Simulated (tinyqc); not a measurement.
From results back to parameters: delta-doped layer in the Thomas-Fermi potential.

Problem. The depth of the well was computed from a hidden sheet density.

All donors ionised in the plane z = 0, zero temperature, energies from the Fermi level EF of the Thomas-Fermi model, which lies at the bulk band edge; c = hbar^2/2m0, q = e^2/(4 pi eps0). gv = 4 equivalent valleys, m_d = sqrt(m3^3/mz) in the plane. With n = (gv/3 pi^2)(m3 (-V)/c)^(3/2) and V'' = -(4 pi q/eps) n for z > 0, the solution is V = -b/(|z| + z0)^4 with sqrt(b) = 20/K, K = (4 pi q/eps)(gv/3 pi^2)(m3/c)^(3/2), and z0^5 = 4b/(e F0), e F0 = 2 pi q N/eps; 1e13/cm^2 = 1e-3/angstrom^2. Exchange and correlation are left out.

Constants: hbar^2/2m0 = 3.80998211 eV angstrom^2; e^2/(4 pi eps0) = 14.39964547 eV angstrom.

Values chosen for the exercise (out of a larger set: near those of a delta-doped layer in Ge; not measured data):
```
symbol  value  unit  meaning
m3      0.217  m0    density-of-states mass of a valley
mz      0.12   m0    mass along z
eps     16           dielectric constant
```

depth = 0.055931 eV

Find: b; z0; N.

Solution. b does not depend on N; z0 = (b/depth)^(1/4), e F0 = 4b/z0^5 and N = eps e F0/(2 pi q).

b = 9.274e+05 eV angstrom^4
z0 = 63.81 angstrom
N = 0.620 x 1e13/cm^2

Computed by tinyqc, a small Python program: `OMP_NUM_THREADS=1 python tinyqc.py 1251128 1251129 out.jsonl` (the numbers bound the seed that draws the inputs); one thread of a shared host (Intel(R) Xeon(R) Processor @ 2.30GHz), about 0.05 s for the whole set of steps.
